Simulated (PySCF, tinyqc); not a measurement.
G0W0 on RHF in the sto-3g basis, for H3+, spin multiplicity 1, step by step. The lowest restricted solution is unstable here: a spin-polarised one lies 0.0010 hartree lower (PySCF). One step of it, computed by the program tinyqc.

Task: Orthogonalisation. S = U s U^T; symmetric (Loewdin) form X = U s^(-1/2) U^T, so that X^T S X = 1.

overlap S, lower triangle:
```
          1H 1s     2H 1s     3H 1s
1H 1s  1.000000
2H 1s  0.398205  1.000000
3H 1s  0.398430  0.119589  1.000000
```

Give: eigenvalues of S; X.

Result:

eigenvalues of S: 0.4933  0.8804  1.6263

X, lower triangle:
```
         1H 1s   2H 1s   3H 1s
1H 1s   1.1377
2H 1s  -0.2248  1.0679
3H 1s  -0.2249  0.0022  1.0680
```
